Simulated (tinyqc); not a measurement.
A log to judge: molecular dynamics of a small cluster by velocity Verlet steps. Computed by tinyqc. Command: `OMP_NUM_THREADS=1 python tinyqc.py 3007076 3007077 out.jsonl verlet walk`. One thread of a shared host (Intel(R) Xeon(R) Processor @ 2.30GHz), about 0.08 s of CPU time with the checks.

E = sum_i {sum_j A exp(-p (r_ij/r0 - 1)) - xi sqrt(rho_i)}, rho_i = sum_j exp(-2 q (r_ij/r0 - 1)); the force on i is -sum_j w_ij (R_i - R_j)/r_ij with w_ij = -(2p/r0) A exp(-p (r_ij/r0 - 1)) + (xi q/r0) exp(-2 q (r_ij/r0 - 1)) (rho_i^(-1/2) + rho_j^(-1/2)).

Inputs (values chosen for the exercise, for model atoms):
```
quantity               value      unit
length r0               2.33  angstrom
repulsion A             0.18        eV
hopping xi              2.27        eV
decay p                 11.7         -
decay q                 3.21         -
atomic mass M            171         u
time step dt              39        fs
steps                    200         -
target temperature T0    300         K
coupling time tau         50        fs
```

Potential: Gupta. Thermostat: Berendsen.

starting positions (angstrom):
```
           x      y      z
atom 1     0   0.03      0
atom 2  2.17  -0.04  -0.01
atom 3  1.07   1.88  -0.01
atom 4  1.07    0.6   1.75
atom 5   1.1   0.65  -1.76
```

starting velocities (angstrom/fs):
```
               x         y         z
atom 1  -0.00085   0.00079   0.00052
atom 2   0.00075  -0.00141   -0.0005
atom 3  -0.00019   0.00181   0.00013
atom 4  -0.00027     8e-05  -0.00162
atom 5   0.00056  -0.00126   0.00148
```

Constants: 1 eV/(angstrom u) = 9.648533212e-03 angstrom/fs^2; k_B = 8.617333262e-05 eV/K.

Method. Velocity Verlet: a = c F/M with c = 9.648533212e-3 angstrom/fs^2 per eV/(angstrom u); R(new) = R + v dt + a dt^2/2; v(new) = v + (a + a(new)) dt/2. Kinetic energy K = M v^2/(2c); temperature T = 2K/((3N - 3) k_B), rotation of the cluster included. After each step v is scaled by sqrt(1 + (dt/tau)(T0/T - 1)). Spread = largest minus smallest value. The test of the step is the spread (largest minus smallest) of the total energy over the run without thermostat, against the spread of K; the step passes below 5 %. The mean T is over the second half.

Course of the run (evenly spaced rows):
```
step  t (fs)        U (eV)    K (eV)    U + K (eV)    T (K)
0          0  -1.95677e+01  0.128863  -1.94388e+01   249.23
14       546  -6.53103e-01  0.592953  -6.01493e-02  1146.82
28      1092  -4.79734e-04  0.156337   1.55857e-01   302.37
42      1638  -3.90490e-04  0.155112   1.54722e-01   300.00
56      2184  -4.22662e-04  0.155113   1.54690e-01   300.00
70      2730  -4.82896e-04  0.155113   1.54631e-01   300.00
84      3276  -5.70513e-04  0.155114   1.54544e-01   300.00
98      3822  -6.99171e-04  0.155115   1.54416e-01   300.01
112     4368  -8.96051e-04  0.155117   1.54221e-01   300.01
126     4914  -1.21635e-03  0.155120   1.53904e-01   300.02
140     5460  -1.78575e-03  0.155127   1.53341e-01   300.03
154     6006  -2.94326e-03  0.155145   1.52201e-01   300.06
168     6552  -5.88260e-03  0.155205   1.49322e-01   300.18
182     7098  -1.74666e-02  0.155567   1.38100e-01   300.88
196     7644  -1.83318e-01  0.166608  -1.67099e-02   322.24
```

Can the last value be used, and what does the course show?

No. The total energy spreads by 160 % of the swings of K: with omega_max dt = 2.30 the step is too long, beyond the stability limit of 2. Reruns converge with time step dt = 4.9. Reruns still fail with time step dt = 27.0.
